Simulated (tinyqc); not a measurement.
Bound state in one dimension: Numerov shooting, finite differences, DVR, step by step. Computed by tinyqc, a small Python program that keeps every step. Settings: points = 96. Command: `OMP_NUM_THREADS=1 python tinyqc.py 31009 31010 out.jsonl` (the two numbers bound the seeds that draw the settings). One thread of a shared host (Intel(R) Xeon(R) Processor @ 2.60GHz), about 0.01 s of CPU time with the checks.

## Numerov steps at E = 0.1

One particle of mass 1 in V = 1.28^2 x^2/2 + 0 x^4 (atomic units), psi = 0 at both ends:
```
parameter                 value
left end              -4.500000
right end              4.500000
intervals                    96
h                      0.093750
state sought (nodes)          1
```

k_i = 2 m (E - V_i); (1 + h^2 k_(i+1)/12) y_(i+1) = 2 (1 - 5 h^2 k_i/12) y_i - (1 + h^2 k_(i-1)/12) y_(i-1), from y_0 = 0, y_1 = 0.001.

Points along the way:
```
i           x          V           k           y
0   -4.500000  16.588800  -32.977600    0.000000
1   -4.406250  15.904800  -31.609600    0.001000
2   -4.312500  15.235200  -30.270400    0.002282
3   -4.218750  14.580000  -28.960000    0.004182
4   -4.125000  13.939200  -27.678400    0.007165
5   -4.031250  13.312800  -26.425600    0.011920
32  -1.500000   1.843200   -3.486400  137.034188
33  -1.406250   1.620000   -3.040000  166.882876
34  -1.312500   1.411200   -2.622400  201.183649
35  -1.218750   1.216800   -2.233600  240.112948
36  -1.125000   1.036800   -1.873600  283.746133
37  -1.031250   0.871200   -1.542400  332.040981
```

## Bisection on the node count

With more sign changes than the state has nodes (the last point included) the energy is too high, else too low; the bracket starts as 0.1 to 12.

Trials:
```
trial           E  sign changes  y at the right end   next
1      6.05000000             5           -4.73e+01  lower
2      3.07500000             2            6.87e+03  lower
3      1.58750000             1           -7.05e+05  raise
4      2.33125000             2            1.14e+05  lower
5      1.95937500             2            3.38e+04  lower
6      1.77343750             1           -2.03e+05  raise
7      1.86640625             1           -5.89e+04  raise
8      1.91289062             1           -6.91e+03  raise
9      1.93613281             2            1.48e+04  lower
10     1.92451172             2            4.26e+03  lower
11     1.91870117             1           -1.24e+03  raise
12     1.92160645             2            1.53e+03  lower
13     1.92015381             2            1.51e+02  lower
14     1.91942749             1           -5.43e+02  raise
...           ...           ...                 ...    ...
29     1.91999557             2            5.62e-03  lower
30     1.91999556             1           -4.96e-03  raise
31     1.91999556             2            3.28e-04  lower
```

eigenvalue = 1.91999556 hartree

## The same grid by other methods

Three-point finite differences and the sine-DVR kinetic matrix of Colbert and Miller on the same points.

Lowest levels (hartree):
```
state  finite differences       DVR
0                0.639550  0.640000
1                1.917747  1.920000
2                3.194139  3.200000
3                4.468722  4.480001
```
